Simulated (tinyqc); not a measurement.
# Vertical double-diffused power MOSFET, components of the on-resistance, step by step

tinyqc, about 0.01 s, one thread, Intel Xeon 2.30GHz (shared host): `OMP_NUM_THREADS=1 python tinyqc.py 2230012 2230013 out.jsonl` Printed values are rounded.

Stripe cells of pitch Wp + a, two channels a cell. Current flows through the channels, spreads in the accumulation layer, passes the gap between the p bodies and spreads at 45 degrees into the drift layer below them. Low drain voltage, full ionisation.

Values chosen for this exercise; bulk values close to those of 4H silicon carbide:
```
symbol,value,unit,meaning
T,350,K,temperature
eps_r,9.95,,relative permittivity
Kc,23900,V/cm per (cm^-3)^(1/8),critical-field constant
BV,3300,V,rated breakdown voltage of the drift layer
mud,827,cm^2/(V s),drift mobility at 300 K
bt,2.3,,temperature exponent of the drift mobility
tox,60,nm,gate oxide thickness (eps_r 3.9)
Vov,11,V,gate overdrive
mch,53,cm^2/(V s),channel mobility
mac,85,cm^2/(V s),accumulation-layer mobility
Lc,1.1,um,channel length
Wp,3.2,um,"width of the p body in one cell, channels included"
a,4.6,um,gap between neighbouring p bodies
xp,1.6,um,depth of the p body
Nj,2,,doping of the gap over the drift doping
Vbi,2.87,V,built-in voltage of the body junction
Rs,0.15,mohm cm^2,substrate and contact resistance
```

Constants: q = 1.602176634e-19 C, eps0 = 8.8541878128e-14 F/cm where lengths are in cm. Results are converted to the units shown.

## Drift layer

Triangular field at breakdown with Ec = Kc N^(1/8): BV = eps0 eps_r Ec^2/(2 q N), so N = (eps0 eps_r Kc^2/(2 q BV))^(4/3); W = 2 BV/Ec; mu = mud (T/300 K)^(-bt); rho = 1/(q mu N); ideal resistance rho W.

N = 3.71550e15 cm^-3
Ec = 2.11179 MV/cm
W = 31.2532 um
mu = 580.133 cm^2/(V s)
rho = 2.89564 ohm cm
ideal resistance = 9.04978 mohm cm^2

## Components of the on-resistance

Pitch p = Wp + a, Cox = 3.9 eps0/tox; zero-bias depletion in the gap w0 = sqrt(2 eps0 eps_r Vbi/(q N Nj)), open gap g = a - 2 w0; R_ch = Lc p/(2 mch Cox Vov); R_acc = 0.6 a p/(4 mac Cox Vov), 0.6 being an empirical factor for current leaving the layer along its length; R_gap = (rho/Nj) xp p/g; spreading depth t = min(W, (p - g)/2); R_drift = (rho p/2) ln((g + 2 t)/g) + rho (W - t); R_on = the sum with Rs.

w0 = 0.651723 um
g = 3.29655 um
components (mohm cm^2): channel 1.27858, accumulation 1.00016, gap 0.548111, drift 9.37036, substrate 0.15
R_on = 12.3472 mohm cm^2
shares (%): channel 10.3552, accumulation 8.1003, gap 4.4391, drift 75.8905, substrate 1.2148

The drift term is the largest. R_on is 1.36 times the ideal drift resistance, and spreading raises the drift term to 1.04 times it.
